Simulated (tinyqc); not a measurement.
# Worked calculation: on-chip interconnect, size-dependent resistivity and RC delay

Program tinyqc, `OMP_NUM_THREADS=1 python tinyqc.py 2100133 2100134 out.jsonl`; Intel Xeon 2.30GHz, shared host, one thread, about 0.01 s. Printed values are rounded.

A rectangular line between two neighbours and two ground planes. Surface and grain-boundary scattering are added to the bulk resistivity as corrections; capacitances are parallel-plate values without fringing; inductance is ignored.

Parameters, values chosen for the exercise; metal values close to those of copper:
- rho0 = 1.66 uohm cm (bulk resistivity)
- lam = 40.1 nm (bulk mean free path)
- ps = 0 (specular share of surface scattering)
- Rg = 0.54 (reflection coefficient of grain boundaries)
- gr = 1 (grain size over the metal width)
- wd = 24 nm (drawn line width)
- AR = 2.5 (aspect ratio, height over width)
- tl = 1.3 nm (liner on both walls and the bottom, not conducting)
- sp = 24 nm (space to the neighbouring lines)
- hd = 32 nm (dielectric height to the planes above and below)
- ek = 4.2 (relative permittivity of the dielectric)
- Mf = 2 (Miller factor of the neighbours)
- Lw = 23 um (line length)
- Rd = 8700 ohm (driver resistance)
- Cl = 0.17 fF (load capacitance)
- dt = 10 ps (time step)

Constants: eps0 = 8.8541878128e-12 F/m. Results are converted to the units shown.

Range of the model: The metal width is under the mean free path, where the thick-limit surface term and the simple sum of corrections lose accuracy.

## Resistivity, resistance and capacitance per length

Metal width x = wd - 2 tl, height y = AR wd - tl; grain boundaries (Mayadas-Shatzkes): al = (lam/(gr x)) Rg/(1 - Rg), g = 1/[1 - 3 al/2 + 3 al^2 - 3 al^3 ln(1 + 1/al)] - 1; surfaces (Fuchs-Sondheimer, thick limit): s = (3/8) lam (1 - ps)(1/x + 1/y); rho = rho0 (1 + g + s); r = rho/(x y); c = eps0 ek (2 wd/hd + 2 Mf AR wd/sp).

x = 21.4 nm
y = 58.7 nm
al = 2.19972
g = 2.98698
s = 0.958862
rho = 8.21010 uohm cm
r = 65.3577 ohm/um
c = 0.427657 fF/um

rho is 4.95 times the bulk value; grain boundaries add more (2.99 against 0.959). The liner takes 12.8 % of the cross-section.

## Ladder and Elmore delays

5 equal pi sections: series Rs = r Lw/5; node capacitances c Lw/5, halved at nodes 0 and 5, with Cl added to node 5; Rd feeds node 0. Elmore delay of node k: the sum, over the resistors on the path to k, of resistance times all capacitance downstream of it.

Rs = 300.645 ohm

```
node	C (fF)	Elmore delay (ps)
0	0.983612	87.0532
1	1.96722	89.7658
2	1.96722	91.8869
3	1.96722	93.4166
4	1.96722	94.3549
5	1.15361	94.7017
```

The far-end value equals Rd (c Lw + Cl) + r Lw (c Lw/2 + Cl) for any number of pi sections; the line resistance contributes 8.08 % of it.

## Step 1: node voltages after a time step

v at t = 0, node 0 to 5 (V): 0  0  0  0  0  0

A 1 V step is applied behind Rd at t = 0. C dv/dt = -G v + b, with G the conductance matrix of the ladder (1/Rs between neighbours, 1/Rd added at node 0) and b = (1 V/Rd, 0, ...). Trapezoidal step: (C/dt + G/2) v(new) = (C/dt - G/2) v + b.

v at t = 1 dt, node 0 to 5 (V): 0.190555  0.139296  0.104514  0.082095  0.069387  0.064886

## Step 2: node voltages after a time step

As before.

v at t = 2 dt, node 0 to 5 (V): 0.213953  0.211460  0.201027  0.189647  0.181278  0.177937

## Course in time

A 1 V step is applied behind Rd at t = 0. C dv/dt = -G v + b, with G the conductance matrix of the ladder (1/Rs between neighbours, 1/Rd added at node 0) and b = (1 V/Rd, 0, ...). Trapezoidal step: (C/dt + G/2) v(new) = (C/dt - G/2) v + b. The last column solves the same ladder exactly by its modes.

Voltages (V):
```
t (ps)	node 0	node 2	node 5	node 5, exact
10.00	0.1906	0.1045	0.0649	0.0777
20.00	0.2140	0.2010	0.1779	0.1725
30.00	0.3386	0.2766	0.2563	0.2576
40.00	0.3727	0.3582	0.3340	0.3339
50.00	0.4650	0.4174	0.4036	0.4024
60.00	0.4966	0.4836	0.4631	0.4638
70.00	0.5687	0.5313	0.5204	0.5190
80.00	0.5953	0.5842	0.5679	0.5684
90.00	0.6528	0.6230	0.6139	0.6128
100.0	0.6743	0.6651	0.6524	0.6526
110.0	0.7206	0.6968	0.6892	0.6883
120.0	0.7378	0.7303	0.7204	0.7204
```

The far end of the ladder reaches 0.5 V at 66.43 ps, 0.702 of its Elmore delay (ln 2 = 0.693 for a single pole); the slowest mode has a time constant of 92.17 ps. The largest error of the trapezoidal steps at that node is 13 mV.
